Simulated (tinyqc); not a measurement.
Worked calculation: Hueckel theory of the pi electrons, for the molecule C=C1C=CC=CC=C1 (SMILES; centres numbered as the heavy atoms are written). One step of it, computed by the program tinyqc.

Problem. Energy, charges, bond orders. E = sum n x; q_r = z_r - P_rr; bond order p = P_rs; free valence = sqrt(3) - sum of p over the bonds of the atom.

x values: 2.091184  1.442720  1.246980  0.216294  -0.445042  -0.776378  -1.801938  -1.973820

occupations: 2.000000  2.000000  2.000000  2.000000  0.000000  0.000000  0.000000  0.000000

charge and bond-order matrix P:
```
           1C         2C         3C         4C         5C         6C         7C         8C
1C   1.310592   0.756379  -0.167157  -0.306399   0.209500   0.209500  -0.306399  -0.167157
2C   0.756379   0.976279   0.449980   0.042344  -0.096898  -0.096898   0.042344   0.449980
3C  -0.167157   0.449980   0.942181   0.765300   0.061815  -0.325870  -0.105819   0.243598
4C  -0.306399   0.042344   0.765300   0.961652   0.536328   0.052894  -0.124616  -0.105819
5C   0.209500  -0.096898   0.061815   0.536328   0.952731   0.737583   0.052894  -0.325870
6C   0.209500  -0.096898  -0.325870   0.052894   0.737583   0.952731   0.536328   0.061815
7C  -0.306399   0.042344  -0.105819  -0.124616   0.052894   0.536328   0.961652   0.765300
8C  -0.167157   0.449980   0.243598  -0.105819  -0.325870   0.061815   0.765300   0.942181
```

Centres:
```
centre  z_r, pi electrons of the neutral centre         h
1C                                            1  0.000000
2C                                            1  0.000000
3C                                            1  0.000000
4C                                            1  0.000000
5C                                            1  0.000000
6C                                            1  0.000000
7C                                            1  0.000000
8C                                            1  0.000000
```

Bonds:
```
i  j  k
1  2  1
2  3  1
3  4  1
4  5  1
5  6  1
6  7  1
7  8  1
8  2  1
```

Give: pi energy = 8 alpha + this times beta; pi charges; Bond orders and lengths from R = 1.517 - 0.180 p; free valence of the carbons; gap between the highest filled and the next level.

Solution.

pi energy = 8 alpha + this times beta = 9.9944

pi charges: 1C -0.3106, 2C 0.0237, 3C 0.0578, 4C 0.0383, 5C 0.0473, 6C 0.0473, 7C 0.0383, 8C 0.0578

Bond orders and lengths from R = 1.517 - 0.180 p (angstrom, C-C alone):
```
bond       p       R
1-2   0.7564  1.3809
2-3   0.4500  1.4360
3-4   0.7653  1.3792
4-5   0.5363  1.4205
5-6   0.7376  1.3842
6-7   0.5363  1.4205
7-8   0.7653  1.3792
8-2   0.4500  1.4360
```

free valence of the carbons: 1C 0.9757, 2C 0.0757, 3C 0.5168, 4C 0.4304, 5C 0.4581, 6C 0.4581, 7C 0.4304, 8C 0.5168

gap between the highest filled and the next level = 0.6613 |beta|
